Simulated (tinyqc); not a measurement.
MP2 on RHF in the sto-3g basis, for H2, spin multiplicity 1, step by step. Computed by tinyqc, a small Python program that keeps every step (integrals from PySCF). Settings: charge = 0, multiplicity = 1, basis = sto-3g, method = RHF, energy threshold = 1e-10, iteration cap = 86, orthogonalisation = symmetric, start = atomic densities, DIIS depth = 6. Command: `OMP_NUM_THREADS=1 python tinyqc.py 22439 22440 out.jsonl` (the two numbers bound the seeds that draw the settings). One thread of a shared host (Intel(R) Xeon(R) Processor @ 2.60GHz), about 0.06 s of CPU time with the checks. The early iterations of the SCF are left out here.

## One-electron integrals

Geometry (angstrom):

| atom | x | y | z |
|---|---|---|---|
| H | 0.000000 | 0.000000 | 0.000000 |
| H | 0.000000 | 0.000000 | 0.792000 |

Basis sto-3g: exponents (1/bohr^2) and contraction coefficients of normalised primitives:

| element | l (shell) | exponent | coefficient |
|---|---|---|---|
| H | s (1) | 3.425251 | 0.154329 |
| H | s (1) | 0.623914 | 0.535328 |
| H | s (1) | 0.168855 | 0.444635 |

Overlap, kinetic and nuclear-attraction integrals over the contracted functions; the nuclear repulsion is the sum of Za Zb / Rab.

nuclear repulsion = 0.66815304 hartree

overlap S:
```
          1H 1s     2H 1s
1H 1s  1.000000  0.625988
2H 1s  0.625988  1.000000
```

kinetic energy T (hartree):
```
          1H 1s     2H 1s
1H 1s  0.760032  0.207123
2H 1s  0.207123  0.760032
```

nuclear attraction V (hartree):
```
           1H 1s      2H 1s
1H 1s  -1.848398  -1.106471
2H 1s  -1.106471  -1.848398
```

core Hamiltonian H = T + V (hartree):
```
           1H 1s      2H 1s
1H 1s  -1.088366  -0.899347
2H 1s  -0.899347  -1.088366
```

## Two-electron integrals

Functions are numbered as in S; the eight-fold symmetry (ij|kl) = (ji|kl) = (kl|ij) leaves the list below.

Two-electron integrals (ij|kl) in chemists' order, unique and non-zero (hartree):
```
(11|11) 0.774606   (21|11) 0.415371   (21|21) 0.264404   (22|11) 0.550611
(22|21) 0.415371   (22|22) 0.774606
```

## Orthogonalisation

S = U s U^T; symmetric (Loewdin) form X = U s^(-1/2) U^T, so that X^T S X = 1.

eigenvalues of S: 0.374012  1.625988

X:
```
           1H 1s      2H 1s
1H 1s   1.209688  -0.425461
2H 1s  -0.425461   1.209688
```

## Iteration 3 (converged): orbitals

converged F (hartree):
```
           1H 1s      2H 1s
1H 1s  -0.337387  -0.569288
2H 1s  -0.569288  -0.337387
```

Diagonalise F' = X^T F X, C = X C', fill 1 alpha and 1 beta electrons from the bottom; D = 2 C_occ C_occ^T. Each column has its largest component positive (the first on a tie).

F' = X^T F X (hartree):
```
           1          2
1   0.031211  -0.588826
2  -0.588826   0.031211
```

orbital energies (hartree): MO1 -0.557615, MO2 0.620037

coefficients C:
```
            MO1        MO2
1H 1s  0.554532   1.156225
2H 1s  0.554532  -1.156225
```

D after iteration 3:
```
          1H 1s     2H 1s
1H 1s  0.615011  0.615011
2H 1s  0.615011  0.615011
```

## Convergence

Stop when the energy changes by less than 1e-10 hartree and every element of the error matrix X^T (F D S - S D F) X is below 3e-06.

Course of the cycle:

| iteration | E (hartree) | change | largest element of the error matrix |
|---|---|---|---|
| 1 | -0.76300592 | - | 1.83e-16 |
| 2 | -1.11192661 | -3.49e-01 | 2.85e-16 |
| 3 | -1.11192661 | 0.000000 | 2.85e-16 |

PySCF RHF in the same basis = -1.11192661 hartree

Converged in 3 iterations.

## Integrals over molecular orbitals

(pq|rs) = sum C_ip C_jq C_kr C_ls (ij|kl), one index at a time.

one-electron integrals over orbitals h = C^T H C (hartree):
```
           1          2
1  -1.222465   0.000000
2   0.000000  -0.505381
```

Two-electron integrals over orbitals (pq|rs), unique and non-zero (hartree):
```
(11|11) 0.664849   (21|21) 0.184164   (22|11) 0.654792   (22|22) 0.688218
```

## Second-order Moller-Plesset energy

Hartree-Fock energy = -1.11192661 hartree

E2 = sum_ijab (ia|jb) [2 (ia|jb) - (ib|ja)] / (e_i + e_j - e_a - e_b) over occupied i, j and virtual a, b; the opposite-spin part is (ia|jb)^2 / denominator, the rest is same-spin, and SCS-MP2 scales them by 6/5 and 1/3.

Terms:

| i | j | a | b | (ia\|jb) | (ib\|ja) | denominator | term |
|---|---|---|---|---|---|---|---|
| 1 | 1 | 2 | 2 | 0.184164 | 0.184164 | -2.355305 | -0.014400 |

Pair energies (hartree; pair i-j sums ij and ji):

| pair | opposite spin | same spin |
|---|---|---|
| 1-1 | -0.014400 | 0.000000 |

MP2 correlation energy = -0.01440006 hartree

SCS-MP2 correlation energy = -0.01728008 hartree

MP2 total energy = -1.12632668 hartree
